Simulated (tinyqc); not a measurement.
Comparisons within one model: deformation potentials from a strained empirical pseudopotential. A value that a table varies takes the place of the one given here.

Diamond lattice, no spin-orbit coupling. Atomic form factor V(q) = a1 (q^2 - a2)/(a3 exp(a4 q^2) - 1) in rydberg with q in 1/bohr, for the unstrained cell. Under a strain e the reciprocal vectors and k go over into (1 + e)^(-1) G, the atoms sit at +/- tau with tau = (1 + e) a (1,1,1)/8 - zeta a (eyz, ezx, exy)/4, and H(G,G') = c |k + G|^2 delta + (V(q)/det(1 + e)) cos(q.tau), q = G - G', with the term q = 0 left out; c = hbar^2/2m0. The basis is fixed before straining: all G with |k + G|^2 up to 16 (2 pi/a)^2. k is given in units of 2 pi/a of the unstrained cell.

Constants: hbar^2/2m0 = 3.80998211 eV angstrom^2; Ry = 13.60569312 eV; a0 (Bohr radius) = 0.5291772105 angstrom.

Inputs chosen for the exercise (a germanium-sized cell with gaps well above those of Ge; not measured data):
```
symbol  value                        unit      meaning
a       5.658                        angstrom  lattice constant
A       (0.397, 2.439, 2.08, 0.459)            a1 (Ry bohr^2), a2 (1/bohr^2), a3, a4 (bohr^2)
h       0.002                                  size of the test strain
kD      0.82                         2 pi/a    position of the Delta minimum
a1      0.397
a2      2.439
a3      2.08
a4      0.459
```

## The internal displacement

Xu of L (level 5, the lowest empty one) and d from exy = eyz = ezx = h for several zeta: Xu = [E(L [111]) - E(L [1-1-1])]/((8/3) h), d = (single valence level - pair)/(3 sqrt(3) h). zeta = 0 strains the bonds with the lattice; zeta = 1 keeps all four bond lengths equal to first order.

Results:
```
zeta  Xu (L) (eV)  d (eV)
0.00         8.93    1.63
0.25        10.12   -0.71
0.50        11.32   -3.05
0.60        11.80   -3.98
0.75        12.52   -5.39
1.00        13.73   -7.73
```

From zeta = 0 to 1, d goes from 1.63 to -7.73 eV and Xu (L) from 8.93 to 13.73 eV, both nearly linearly: the displacement is an optical-phonon mode, and d = d(0) - zeta d0/4 gives its deformation potential d0 = 37 eV. Leaving the relaxation out (zeta = 0 for 0.5) moves d by +4.68 eV, which reverses its sign, and Xu (L) by -2.39 eV. Tetragonal strain has no such freedom.

## Size of the test strain

e = diag(-h/2, -h/2, h). Xu = [E(Delta z) - E(Delta x)]/(1.5 h) at fixed kD, b = [E(Z) - E(X, Y)]/(4.5 h); one-sided from +h alone, central from +h and -h.

Results (eV):
```
h       Xu one-sided  Xu central  b one-sided  b central
0.0010         7.780       7.783       -2.956     -2.953
0.0025         7.775       7.783       -2.961     -2.953
0.0050         7.768       7.783       -2.970     -2.953
0.0100         7.753       7.784       -2.987     -2.953
0.0200         7.726       7.787       -3.020     -2.954
0.0300         7.700       7.792       -3.054     -2.954
```

From h = 0.001 to 0.03 the one-sided Xu drifts by -0.080 eV and the central one by +0.009 eV; for b the drifts are -0.098 and -0.001 eV. The central difference cancels the term of second order in the strain, so its error goes as h^2. At h = 0.02 the linear law errs by 0.7 % for the valley splitting and 2.3 % for the valence splitting.

## What each parameter of the potential does

Gaps from the valence top to level 5 at Gamma and level 5 at (kD,0,0) and L, and their deformation potentials [E(+h) - E(-h)]/(3 ln((1 + h)/(1 - h))) for e = +/- h 1, h = 0.002. The row for the lattice constant keeps V(q) without the volume factor, so it is not a strain. Each row changes one parameter from the base and keeps the others.

Results:
```
case                Gamma (eV)  Delta (eV)  L (eV)  potential Gamma (eV)  potential Delta (eV)  potential L (eV)
base                     1.452       1.149   1.024                 -8.74                  0.89             -2.83
a = 5.715 angstrom       1.246       1.381   1.075                 -8.93                  0.58             -3.03
a1 = 0.393               1.431       1.079   0.978                 -8.66                  0.92             -2.80
a2 = 2.463               1.314       1.209   1.006                 -8.79                  0.83             -2.87
a3 = 2.059               1.470       1.245   1.085                 -8.84                  0.86             -2.87
a4 = 0.464               1.393       1.076   0.965                 -8.60                  0.97             -2.74
```

The largest shifts from the base row, up to three for each result and ties (the steps differ in size, so this ranks the rows, not the parameters). Gamma (eV): a -0.205, a2 -0.138, a4 -0.058. Delta (eV): a +0.232, a3 +0.096, a4 -0.073. L (eV): a3 +0.060, a4 -0.060, a +0.051. potential Gamma (eV): a -0.18, a4 +0.14, a3 -0.10. potential Delta (eV): a -0.31, a4 +0.08, a2 -0.06. potential L (eV): a -0.19, a4 +0.09, a1 +0.04, a2 -0.04.

tinyqc: `OMP_NUM_THREADS=1 python tinyqc.py 1880683 1880684 out.jsonl`; about 0.2 s, one thread, shared Intel(R) Xeon(R) Processor @ 2.30GHz.
